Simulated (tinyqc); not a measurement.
Field emission through a triangular barrier, exact transmission by Airy functions: one step of the calculation.

The left lead has its band edge at 0; for x > 0 the edge falls without end, U(x) = U0 - F x, with mass m1. No transverse momentum; C = hbar^2/(2 m0); psi and psi'/m are continuous at x = 0. The outgoing solution is Bi(z) + i Ai(z).

Problem. Scaled variables. Energy scale e = (C F^2/m1)^(1/3), z(x) = (U(x) - E)/e, s = (dz/dx)/m1 = -F/(e m1); v = k/m in a lead. vL = sqrt(mL E/C)/mL.

Parameters, values chosen for the exercise; masses and offsets close to those of InGaAs wells and InAlAs barriers:
```
symbol,value,unit,meaning
mL,0.04,m0,mass in the left lead
U0,0.51,eV,barrier edge at x = 0
m1,0.076,m0,mass in the barrier
E,0.184,eV,electron energy
F,0.19,V/nm,field in the barrier
```

Constants: q = 1.602176634e-19 C, hbar = 1.054571817e-34 J s, m0 = 9.1093837015e-31 kg, hbar^2/(2 m0) = 0.0380998212 eV nm^2. Results are converted to the units shown.

Wanted: e; z(0); s; vL; turning point (U0 - E)/F.

Solution.

e = 0.26255 eV
z(0) = 1.2417
s = -9.5221 1/nm
vL = 10.988 1/nm
turning point (U0 - E)/F = 1.7158 nm

Range of the model: Masses are held fixed, although real bands cease to be parabolic a few tenths of an eV from their edges.

Program tinyqc, `OMP_NUM_THREADS=1 python tinyqc.py 2580016 2580017 out.jsonl`; Intel Xeon 2.30GHz, shared host, one thread, about 0.01 s.
